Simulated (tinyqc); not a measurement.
Worked calculation: CIS on RHF in the sto-3g basis, for H4, spin multiplicity 1. Computed by tinyqc, a small Python program that keeps every step (integrals from PySCF). Settings: charge = 0, multiplicity = 1, basis = sto-3g, method = RHF, energy threshold = 1e-10, iteration cap = 62, orthogonalisation = symmetric, start = Wolfsberg-Helmholz matrix, DIIS depth = 6. Command: `OMP_NUM_THREADS=1 python tinyqc.py 25018 25019 out.jsonl` (the two numbers bound the seeds that draw the settings). One thread of a shared host (Intel(R) Xeon(R) Processor @ 2.60GHz), about 0.04 s of CPU time with the checks. The early iterations of the SCF are left out here.

## One-electron integrals

Geometry (angstrom):

| atom | x | y | z |
|---|---|---|---|
| H | 0.000000 | 0.000000 | 0.000000 |
| H | 0.000000 | 0.000000 | 1.028000 |
| H | 0.000000 | 0.000000 | 2.246000 |
| H | 0.000000 | 0.000000 | 3.274000 |

Basis sto-3g: exponents (1/bohr^2) and contraction coefficients of normalised primitives:

| element | l (shell) | exponent | coefficient |
|---|---|---|---|
| H | s (1) | 3.425251 | 0.154329 |
| H | s (1) | 0.623914 | 0.535328 |
| H | s (1) | 0.168855 | 0.444635 |

Overlap, kinetic and nuclear-attraction integrals over the contracted functions; the nuclear repulsion is the sum of Za Zb / Rab.

nuclear repulsion = 2.09683934 hartree

overlap S, lower triangle:
```
          1H 1s     2H 1s     3H 1s     4H 1s
1H 1s  1.000000
2H 1s  0.480140  1.000000
3H 1s  0.078523  0.378057  1.000000
4H 1s  0.010067  0.078523  0.480140  1.000000
```

kinetic energy T (hartree), lower triangle:
```
           1H 1s      2H 1s     3H 1s     4H 1s
1H 1s   0.760032
2H 1s   0.101251   0.760032
3H 1s  -0.011473   0.048968  0.760032
4H 1s  -0.004492  -0.011473  0.101251  0.760032
```

nuclear attraction V (hartree), lower triangle:
```
           1H 1s      2H 1s      3H 1s      4H 1s
1H 1s  -2.124423
2H 1s  -0.999725  -2.391619
3H 1s  -0.153340  -0.798624  -2.391619
4H 1s  -0.018797  -0.153340  -0.999725  -2.124423
```

core Hamiltonian H = T + V (hartree), lower triangle:
```
           1H 1s      2H 1s      3H 1s      4H 1s
1H 1s  -1.364391
2H 1s  -0.898474  -1.631587
3H 1s  -0.164813  -0.749656  -1.631587
4H 1s  -0.023289  -0.164813  -0.898474  -1.364391
```

## Two-electron integrals

Functions are numbered as in S; the eight-fold symmetry (ij|kl) = (ji|kl) = (kl|ij) leaves the list below.

Two-electron integrals (ij|kl) in chemists' order, unique and non-zero (hartree):
```
(11|11) 0.774606   (21|11) 0.296561   (21|21) 0.146603   (22|11) 0.469016
(22|21) 0.296561   (22|22) 0.774606   (31|11) 0.034505   (31|21) 0.019160
(31|22) 0.045100   (31|31) 0.003066   (32|11) 0.122729   (32|21) 0.078962
(32|22) 0.220292   (32|31) 0.015194   (32|32) 0.086678   (33|11) 0.235298
(33|21) 0.147130   (33|22) 0.412952   (33|31) 0.034505   (33|32) 0.220292
(33|33) 0.774606   (41|11) 0.003339   (41|21) 0.001990   (41|22) 0.005058
(41|31) 0.000360   (41|32) 0.001943   (41|33) 0.005058   (41|41) 0.000046
(42|11) 0.020078   (42|21) 0.012574   (42|22) 0.034505   (42|31) 0.002578
(42|32) 0.015194   (42|33) 0.045100   (42|41) 0.000360   (42|42) 0.003066
(43|11) 0.092666   (43|21) 0.055282   (43|22) 0.147130   (43|31) 0.012574
(43|32) 0.078962   (43|33) 0.296561   (43|41) 0.001990   (43|42) 0.019160
(43|43) 0.146603   (44|11) 0.161628   (44|21) 0.092666   (44|22) 0.235298
(44|31) 0.020078   (44|32) 0.122729   (44|33) 0.469016   (44|41) 0.003339
(44|42) 0.034505   (44|43) 0.296561   (44|44) 0.774606
```

## Orthogonalisation

S = U s U^T; symmetric (Loewdin) form X = U s^(-1/2) U^T, so that X^T S X = 1.

eigenvalues of S: 0.364179  0.605879  1.247696  1.782245

X, lower triangle:
```
           1H 1s      2H 1s      3H 1s     4H 1s
1H 1s   1.109091
2H 1s  -0.300343   1.183961
3H 1s   0.045956  -0.250855   1.183961
4H 1s  -0.008422   0.045956  -0.300343  1.109091
```

## Iteration 8 (converged): orbitals

converged F (hartree), lower triangle:
```
           1H 1s      2H 1s      3H 1s      4H 1s
1H 1s  -0.239510
2H 1s  -0.466575  -0.298328
3H 1s  -0.107133  -0.301635  -0.298328
4H 1s   0.002151  -0.107133  -0.466575  -0.239510
```

Diagonalise F' = X^T F X, C = X C', fill 2 alpha and 2 beta electrons from the bottom; D = 2 C_occ C_occ^T. Each column has its largest component positive (the first on a tie).

F' = X^T F X (hartree), lower triangle:
```
           1          2          3          4
1  -0.014151
2  -0.472521   0.034824
3   0.055046  -0.300202   0.034824
4   0.009043   0.055046  -0.472521  -0.014151
```

orbital energies (hartree): MO1 -0.572531, MO2 -0.401226, MO3 0.302045, MO4 0.713057

coefficients C:
```
            MO1        MO2        MO3        MO4
1H 1s  0.316344   0.499694   0.733498  -0.659306
2H 1s  0.424860   0.391900  -0.535904   0.967328
3H 1s  0.424860  -0.391900  -0.535904  -0.967328
4H 1s  0.316344  -0.499694   0.733498   0.659306
```

D after iteration 8, lower triangle:
```
           1H 1s      2H 1s     3H 1s     4H 1s
1H 1s   0.699536
2H 1s   0.660465   0.668184
3H 1s  -0.122857   0.053841  0.668184
4H 1s  -0.299241  -0.122857  0.660465  0.699536
```

## Convergence

Stop when the energy changes by less than 1e-10 hartree and every element of the error matrix X^T (F D S - S D F) X is below 3e-06.

Course of the cycle:

| iteration | E (hartree) | change | largest element of the error matrix |
|---|---|---|---|
| 1 | -2.07505982 | - | 1.24e-01 |
| 2 | -2.10032181 | -2.53e-02 | 2.56e-02 |
| 3 | -2.10119807 | -8.76e-04 | 7.34e-03 |
| 4 | -2.10127604 | -7.80e-05 | 4.79e-05 |
| 5 | -2.10127604 | -3.25e-09 | 1.61e-05 |
| 6 | -2.10127604 | -2.65e-10 | 9.68e-06 |
| 7 | -2.10127604 | -7.33e-11 | 6.91e-06 |
| 8 | -2.10127604 | -7.62e-11 | 1.40e-08 |

PySCF RHF in the same basis = -2.10127604 hartree

Converged in 8 iterations.

## Integrals over molecular orbitals

(pq|rs) = sum C_ip C_jq C_kr C_ls (ij|kl), one index at a time.

one-electron integrals over orbitals h = C^T H C (hartree), lower triangle:
```
           1          2          3          4
1  -1.709031
2   0.000000  -1.515328
3   0.138161   0.000000  -1.189103
4   0.000000  -0.115145   0.000000  -0.944785
```

Two-electron integrals over orbitals (pq|rs), unique and non-zero (hartree):
```
(11|11) 0.460298    (21|21) 0.174985    (22|11) 0.425593    (22|22) 0.437900
(31|11) -0.064562   (31|22) 0.005660    (31|31) 0.109059    (32|21) 0.084919
(32|32) 0.121327    (33|11) 0.429840    (33|22) 0.430927    (33|31) -0.006538
(33|33) 0.448803    (41|21) 0.033342    (41|32) -0.067290   (41|41) 0.094225
(42|11) 0.070447    (42|22) 0.007593    (42|31) -0.103561   (42|33) 0.005322
(42|42) 0.109163    (43|21) -0.169282   (43|32) -0.086861   (43|41) -0.031218
(43|43) 0.181161    (44|11) 0.481912    (44|22) 0.448703    (44|31) -0.068847
(44|33) 0.461530    (44|42) 0.077590    (44|44) 0.529811
```

## CIS matrix, singlets

A(ia,jb) = (e_a - e_i) d_ij d_ab + 2 (ia|jb) - (ij|ab).

CIS matrix A, singlet (hartree), lower triangle:
```
           1>3       1>4       2>3       2>4
1>3   0.662854
1>4   0.000000  0.992125
2>3   0.000000  0.034702  0.514998
2>4  -0.037839  0.000000  0.000000  0.883906
```

## CIS singlet states

dipole integrals <i|r|a> (bohr):
```
            x         y          z
1>3  0.000000  0.000000   0.000000
1>4  0.000000  0.000000   0.381090
2>3  0.000000  0.000000  -1.739658
2>4  0.000000  0.000000   0.000000
```

Diagonalise A (1 hartree = 27.211386 eV); each vector has its largest component positive (the first on a tie). The transition dipole is mu = sqrt2 sum c_ia <i|r|a>.

singlet excitation energies (eV): 13.945493  17.865799  24.223689  27.065428

lowest vectors:
```
       state 1   state 2    state 3   state 4
1>3   0.000000  0.986431  -0.164176  0.000000
1>4  -0.072161  0.000000   0.000000  0.997393
2>3   0.997393  0.000000   0.000000  0.072161
2>4   0.000000  0.164176   0.986431  0.000000
```

oscillator strengths 2/3 w |mu|^2: 2.122953  0.000000  0.000000  0.085939

## CIS matrix, triplets

A(ia,jb) = (e_a - e_i) d_ij d_ab - (ij|ab).

CIS matrix A, triplet (hartree), lower triangle:
```
          1>3       1>4       2>3       2>4
1>3  0.444735
1>4  0.000000  0.803676
2>3  0.000000  0.169282  0.272344
2>4  0.169282  0.000000  0.000000  0.665581
```

## CIS triplet states

Diagonalise A (1 hartree = 27.211386 eV); each vector has its largest component positive (the first on a tie).

triplet excitation energies (eV): 6.067993  9.606848  20.606396  23.212013

lowest vectors:
```
       state 1    state 2   state 3   state 4
1>3   0.000000   0.879301  0.476266  0.000000
1>4  -0.279873   0.000000  0.000000  0.960037
2>3   0.960037   0.000000  0.000000  0.279873
2>4   0.000000  -0.476266  0.879301  0.000000
```
